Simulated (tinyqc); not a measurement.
Threshold-voltage variability of a planar MOSFET, analytic estimates: one step of the calculation.

Three independent sources add in quadrature: random dopants in the depleted layer, metal-gate grains of two orientations, and roughness of the two gate edges acting through the roll-off VT = VT(long) - Vr exp(-L/l). These are first-order estimates: no three-dimensional electrostatics, no percolation.

Task. Metal grains and edge roughness. Grains: Ng = L W/G^2 (at least 1), s2 = dW sqrt(p (1 - p)/Ng). Edges, with exponential correlation and u = W/La: the mean gate length has sL^2 = 2 De^2 (2/u)[1 - (1 - exp(-u))/u]; s3 = sL (Vr/l) exp(-L/l).

Inputs (values chosen for the exercise); material values close to those of silicon:
- L = 32 nm (gate length)
- W = 90 nm (gate width)
- G = 15 nm (metal grain size)
- dW = 0.1 eV (work-function difference of the two grain orientations)
- p = 0.6 (share of the orientation of higher work function)
- De = 1.1 nm (rms roughness of one gate edge)
- La = 15 nm (correlation length of the roughness)
- l = 5.5 nm (decay length of the threshold roll-off)
- Vr = 2.8 V (prefactor of the roll-off)

Give: Ng; s2; sL; dVT/dL; s3.

Result.

Ng = 12.80
s2 = 13.69 mV
sL = 0.8201 nm
dVT/dL = 1.514 mV/nm
s3 = 1.241 mV

Numbers from tinyqc (`OMP_NUM_THREADS=1 python tinyqc.py 2090163 2090164 out.jsonl`; about 0.01 s on one thread of a shared Intel Xeon 2.30GHz).
